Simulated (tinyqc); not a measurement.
Length of a polyene: Hueckel, PPP and singles CI along the polyenes. Computed by the program tinyqc. Command: `OMP_NUM_THREADS=1 python tinyqc.py 113303 113304 out.jsonl`; one thread of a shared host (Intel(R) Xeon(R) Processor @ 2.60GHz), about 0.1 s.

All-trans chains of carbon centres 1.40 angstrom apart:

| parameter | value |
|---|---|
| beta (eV), times 1 +/- alternation | -2.690000 |
| alternation | 0 |
| W (eV) | 11.160000 |
| gamma_rr (eV) | 10.650000 |
| repulsion formula | MN |

Hueckel uses the same beta without repulsion; CIS keeps all single excitations and so misses the low, doubly excited 2Ag state. W is the valence ionisation energy of a centre, MN the Mataga-Nishimoto formula, f the oscillator strength.

Gaps and excitations (eV):

| centres | Hueckel gap | PPP orbital gap | bright singlet (CIS) | f | lowest triplet (CIS) |
|---|---|---|---|---|---|
| 2 | 5.380 | 10.612 | 8.089 | 0.694 | 2.671 |
| 4 | 3.325 | 7.910 | 5.622 | 1.213 | 1.532 |
| 6 | 2.394 | 6.539 | 4.426 | 1.755 | 1.013 |
| 8 | 1.868 | 5.699 | 3.710 | 2.287 | 0.723 |
| 10 | 1.531 | 5.128 | 3.226 | 2.798 | 0.541 |
| 12 | 1.297 | 4.713 | 2.875 | 3.287 | 0.417 |

The Hueckel gap tends to 4 x alternation x |beta| = 0.00 eV for long chains (zero without alternation, falling as 1/N). Exchange opens the PPP orbital gap, and the attraction of electron and hole brings the bright state 1.84 eV below it at 12 centres; the triplet lies 2.46 eV lower still.
